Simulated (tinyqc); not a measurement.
# Lateral field, substrate current, probability of reaching the oxide barrier and hot-carrier lifetime of a silicon transistor (pseudo-two-dimensional and lucky-electron models), step by step

A worked calculation. Computed by tinyqc, a small Python program that keeps every step. Command: `OMP_NUM_THREADS=1 python tinyqc.py 3018931 3018932 out.jsonl hotcar walk`. One thread of a shared host (Intel(R) Xeon(R) Processor @ 2.30GHz), about 0.01 s of CPU time with the checks. Intermediate numbers are printed to about 6 digits and carried at full precision; extremes and crossings named in words are read from the listed rows.

Local-field models: a lucky carrier gains its energy at the peak field over a path free of collisions. Voltages are magnitudes.

Inputs (values chosen for the exercise, modelled on a silicon p-channel): channel length L = 1500 nm; oxide thickness t = 28 nm; junction depth x_j = 300 nm; mobility mu = 100 cm^2/(V s); saturation velocity v_s = 0.65 1e7 cm/s; threshold voltage V_T = 0.68 V; gate voltage V_G = 6 V; drain voltage V_D = 17 V; ionisation prefactor A_i = 6.9e+06 1/cm; ionisation field B_i = 3.69 MV/cm; hot-carrier mean free path lambda = 5.3 nm; oxide barrier phi_b = 4.6 eV; interface-trap threshold phi_it = 4.6 eV; lifetime constant H = 200 s microampere/micrometre; length of the depleted extension L_n = 170 nm.

Drain: lightly doped extension.

Constants: eps_0 = 8.8541878128e-12 F/m.

## Saturation point and current

C_ox = 3.9 eps_0/t; F_sat = 2 v_s/mu; V_Dsat = V_ov F_sat L/(V_ov + F_sat L), V_ov = V_G - V_T; I_D/W = C_ox v_s (V_ov - V_Dsat).

F_sat = 130 kV/cm

V_Dsat = 4.17969 V

drain current I_D/W = 91.4093 microampere/micrometre

## Peak lateral field

Scale length l = 0.22 t^(1/3) x_j^(1/2) (all in cm); F_m = sqrt(((V_D - V_Dsat)/l_e)^2 + F_sat^2), with l_e = l + L_n; length of the velocity-saturated region l_e ln((V_D - V_Dsat)/(l_e F_sat) + F_m/F_sat).

scale length l = 169.838 nm

peak field F_m = 399.018 kV/cm

velocity-saturated length = 607.278 nm

energy gained over one free path, e lambda F_m = 0.211480 eV

The field rises from F_sat to F_m as cosh(x/l_e), a factor 3.1, over 40 % of L.

## Hot-carrier currents and lifetime

Substrate current I_sub/I_D = (A_i/B_i)(V_D - V_Dsat) exp(-B_i/F_m); probability of reaching the oxide barrier exp(-phi_b/(e lambda F_m)); lifetime tau = (H/(I_D/W)) exp(phi_it/(e lambda F_m)).

I_sub/I_D = 0.00230938

substrate current I_sub/W = 0.211098 microampere/micrometre

probability of reaching phi_b = 3.57633e-10

lifetime tau = 6.11789e+09 s

exponent m = phi_it/(e lambda B_i) = 2.35210

Since both exponentials depend on 1/F_m, tau I_D scales about as (I_sub/I_D)^(-m) with m = 2.35, which lets I_sub serve as the monitor. The lifetime is 19.4 times ten years (3.156e8 s).

## Substrate current against gate voltage

The formulas are those given above.

At the given drain voltage:
```
V_G (V)  V_Dsat (V)  I_D/W (microampere/micrometre)  F_m (kV/cm)  I_sub/W (microampere/micrometre)      tau (s)
1.6         0.87855                           3.323      491.876                          0.055295  2.77174e+09
2.5         1.66463                          12.454      469.607                          0.138138  1.70729e+09
3.9         2.76364                          36.582      438.623                          0.216226  2.14463e+09
5.7         3.99225                          82.386      404.237                          0.217522  5.12603e+09
7.9         5.26909                         156.389      368.859                          0.155150  2.11725e+10
11.0        6.74849                         286.299      328.478                          0.072565  2.08644e+11
13.0        7.54997                         382.375      306.961                          0.040651  9.95618e+11
16.0        8.57955                         540.328      279.811                          0.015943  1.09508e+13
19.0        9.44580                         711.374      257.511                          0.006010  1.22052e+14
```

I_sub peaks at V_G = 5.7 V, 0.34 V_D: a higher gate voltage brings more carriers but raises V_Dsat and so lowers F_m. The shortest lifetime among the rows lies at V_G = 2.5 V, below that of the largest I_sub, since tau depends more steeply on the field.

## Extrapolating accelerated tests

V_10 solves tau = 3.156e8 s at the given V_G. The extrapolation fits ln(tau) against 1/V_D at 1, 1.08, 1.16 and 1.25 times the given V_D (rounded to 3 digits) by least squares and reads off the same tau.

Stress points:
```
V_D (V)  1/V_D (1/V)      tau (s)
17.0       0.0588235  6.11789e+09
18.4       0.0543478  8.75953e+08
19.7       0.0507614  1.89760e+08
21.2       0.0471698  4.21465e+07
```

ten-year drain voltage V_10 = 19.2452 V

V_10 from the 1/V_D extrapolation = 19.2606 V

The extrapolation is 15 mV above the true value.

Checks made by the program: voltage drop as the integral of F_sat cosh(x/l_e) over the saturated length (relative difference below 1e-10).
